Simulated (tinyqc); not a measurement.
The integration grid: Kohn-Sham M06L on finer and finer grids in the sto-3g basis, for H4, spin multiplicity 1. Computed by the program tinyqc with PySCF. 

Geometry (angstrom):
```
atom       x       y       z
H     0.0000  0.0000  0.0000
H     0.0000  0.0000  0.9660
H     0.0000  1.4880  0.0000
H     0.0000  1.4880  0.9660
```

Self-consistent on each grid; the net force on the molecule should vanish.

Kohn-Sham energy on Becke grids (radial x angular points per atom):
```
grid       points  residual of the electron count  E (hartree)  E - finest (mhartree)  largest net force without grid terms (hartree/bohr)
10 x 14       552                        2.94e-02     -2.17546                0.04512                                             9.99e-16
15 x 26      1544                       -3.03e-03     -2.17300                2.50030                                             2.44e-15
20 x 50      3980                       -1.51e-03     -2.18130               -5.79777                                             5.55e-16
30 x 86     10288                       -5.76e-04     -2.17842               -2.91914                                             4.44e-16
50 x 194    38744                       -9.80e-06     -2.17549                0.00943                                             5.00e-16
75 x 302    90484                        1.20e-07     -2.17550               -0.00078                                             1.22e-15
120 x 590  282520                        1.63e-08     -2.17550                0.00000                                             4.44e-16
```

The energy is within 0.1 mhartree of the finest grid first at 10 x 14. The error has both signs, since quadrature is not variational. The net force vanishes by symmetry here, so only the electron count signals a poor grid.
